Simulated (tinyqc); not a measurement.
Inside a calculation. Model: undoped gate-all-around wire MOSFET, analytic charge model.

Computed by the program tinyqc: `OMP_NUM_THREADS=1 python tinyqc.py 2460004 2460005 out.jsonl`, one thread of a shared Intel Xeon 2.30GHz, about 0.02 s for the whole run. Printed values are rounded.

An undoped round wire of radius R under an insulator shell and a surrounding gate; long channel, electrons only, n = ni exp((psi - V)/Vt) with V the quasi-Fermi potential (0 at the source, Vd at the drain), constant mobility, no quantisation. The radial Poisson equation gives n(r) = n(0)/(1 - (1 - b) r^2/R^2)^2 with b = Q0/(Q + Q0). Q is the electron charge per area of the wire surface.

Inputs (values chosen for the exercise); material values those of a made-up semiconductor:
```
symbol    value        unit                                             meaning
T           325           K                                         temperature
Eg         1.22          eV                                            band gap
eps_r      9.92                      relative permittivity of the semiconductor
Nc      2.42e19       cm^-3              conduction-band density of states at T
Nv      3.63e19       cm^-3                 valence-band density of states at T
eox        9.44                     relative permittivity of the gate insulator
tox         4.5          nm                                 insulator thickness
R             6          nm                                         wire radius
dphi       0.05           V  gate work function less that of the intrinsic body
mu          290  cm^2/(V s)                                    channel mobility
L             1          um                                         gate length
Vg         0.99           V                                        gate voltage
Vd          0.1           V                                       drain voltage
```

Constants: q = 1.602176634e-19 C, kB = 1.380649e-23 J/K, Vt = kB T/q, eps0 = 8.8541878128e-14 F/cm where lengths are in cm. Results are converted to the units shown.

Range of the model: In a wire this thin, quantum confinement raises the threshold; it is left out. The surface density at the source passes 0.3 Nc, where Boltzmann statistics fail.

## Constants of the wire

ni = sqrt(Nc Nv) exp(-Eg/(2 Vt)), Eg in volts; Cox = eps0 eox/(R ln(1 + tox/R)); Q0 = 4 eps0 eps_r Vt/R; V0 = dphi + Vt ln[8 eps0 eps_r Vt/(q ni R^2)].

ni = 1.02940e10 cm^-3
Cox = 2.48931 uF/cm^2
Q0 = 163.993 nC/cm^2
V0 = 0.599455 V

## Iteration 1: charge at the source by Newton steps in y = ln(Q/Q0)

y at the start = 2

With V = 0 and Q = Q0 exp(y): f = Q/Cox + Vt y + Vt ln(1 + Q/Q0) - (Vg - V0); df/dy = Q/Cox + Vt (1 + Q/(Q + Q0)); y(new) = y - f/(df/dy).

Q = 1211.75 nC/cm^2
f = 0.211818 V
df/dy = 0.539457 V
y after iteration 1 = 1.60735

## Iteration 2: charge at the source by Newton steps in y = ln(Q/Q0)

As before.

Q = 818.255 nC/cm^2
f = 0.0333102 V
df/dy = 0.380044 V
y after iteration 2 = 1.51970

## Course of the iteration: charge at the source by Newton steps in y = ln(Q/Q0)

Stop when y changes by less than 1e-11, or after 60 iterations.

Course of the iteration:

| iteration | y | \|change\| |
|---|---|---|
| 1 | 1.60735 | 0.393 |
| 2 | 1.51970 | 0.0876 |
| 3 | 1.51617 | 3.53e-3 |
| 4 | 1.51617 | 5.40e-6 |
| 5 | 1.51617 | 1.26e-11 |
| 6 | 1.51617 | < 1e-13 |

Converged in 6 iterations. At the end the number of correct digits about doubles with each step.

## Drain current and line charge

Qs = 746.946 nC/cm^2
Qd = 538.860 nC/cm^2

Q solves Vg - V0 - V = Q/Cox + Vt ln(Q/Q0) + Vt ln(1 + Q/Q0). I = mu (2 pi R/L)[2 Vt (Qs - Qd) + (Qs^2 - Qd^2)/(2 Cox) + Vt Q0 ln((Qd + Q0)/(Qs + Q0))], with Qs at V = 0 and Qd at V = Vd. Electrons per length at the source: 2 pi R Qs/q; surface over centre density: (1 + Qs/Q0)^2.

first term = 0.127426 uA
second term = 0.587543 uA
third term = -0.0130215 uA
I = 0.701947 uA
electrons per length = 1.75756 1/nm
surface over centre density = 30.8552

The square-law term makes up 83.7 % of the current.
